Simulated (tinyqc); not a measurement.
Vacuum evaporation: vapour pressure, source flux, thickness distribution, purity and step coverage: one step, computed by the program tinyqc. Command: `OMP_NUM_THREADS=1 python tinyqc.py 3110781 3110782 out.jsonl evap walk`. One thread of a shared host (Intel(R) Xeon(R) Processor @ 2.30GHz), about 0.01 s of CPU time with the checks.

Molecular flow, unit sticking of the metal, no re-evaporation. The background gas is taken as water vapour (18.015 g/mol, collision diameter 0.37 nm) at 300 K.

Question. Vapour pressure and flux. log10(p_v/Pa) = A - B/T; flux from the surface Phi = p_v/sqrt(2 pi m k_B T), m = M u. Mass loss = Phi x area x m; heat of evaporation = ln(10) R B; d ln Phi/dT = ln(10) B/T^2 - 1/(2 T).

Inputs (values chosen for the exercise, modelled on gallium, with constants for the liquid):
```
quantity,value,unit
molar mass M,69.72,g/mol
vapour-pressure constant A,10.74,-
vapour-pressure constant B,13980,K
source temperature T,1260,K
source area,1.5,cm^2
```

Constants: u = 1.6605390666e-27 kg; k_B = 1.380649e-23 J/K; R = 8.314462618 J/(mol K).

Give: vapour pressure p_v; flux Phi; mass loss; heat of evaporation; change of flux per kelvin.

Answer.

vapour pressure p_v = 0.4413 Pa

flux Phi = 3.923e+17 1/(cm^2 s)

mass loss = 0.2453 g/h

heat of evaporation = 267.6 kJ/mol

change of flux per kelvin = 1.988 %/K

Holding the rate to 1 % needs the temperature to about 0.50 K.
